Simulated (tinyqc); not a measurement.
Thermionic emission over a Gaussian spread of barriers: one step of the calculation.

Metal on an n-type semiconductor with one parabolic valley; V > 0 is forward bias (metal positive). Patches of barrier height b are spread as a Gaussian with mean phi - r2 V and variance sg^2 + r3 V; each carries A* T^2 exp(-b/Vt) [exp(V/Vt) - 1].

Question. Apparent barrier, ideality and current. A* = 4 pi q me m0 kB^2/h^3 (times 1e-4 for A/(cm^2 K^2)). The mean of exp(-b/Vt) gives the apparent barrier phi_ap(V) = phi - r2 V - (sg^2 + r3 V)/(2 Vt), J = A* T^2 exp(-phi_ap/Vt) [exp(V/Vt) - 1], and 1/n = 1 + r2 + r3/(2 Vt).

Values chosen for this exercise; band and dielectric values close to those of indium phosphide: temperature T = 300 K; electron mass me = 0.079 m0; barrier height seen from the metal phi = 0.58 eV; standard deviation of the barrier heights sg = 0.032 eV; shift of the mean barrier per volt, with its sign reversed (rho2) r2 = -0.006; change of sg^2 per volt (rho3) r3 = -0.0015 V; bias V = 0.22 V.

Constants: q = 1.602176634e-19 C, kB = 1.380649e-23 J/K, h = 6.62607015e-34 J s, m0 = 9.1093837015e-31 kg, Vt = kB T/q. Results are converted to the units shown.

Find: A*; phi_ap(0); phi_ap(V); n; J.

Answer.

A* = 9.494 A/(cm^2 K^2)
phi_ap(0) = 0.5602 eV
phi_ap(V) = 0.5679 eV
n = 1.036
J = 1.222 A/cm^2

Numbers from tinyqc (`OMP_NUM_THREADS=1 python tinyqc.py 2640086 2640087 out.jsonl`; about 0.01 s on one thread of a shared Intel Xeon 2.30GHz).
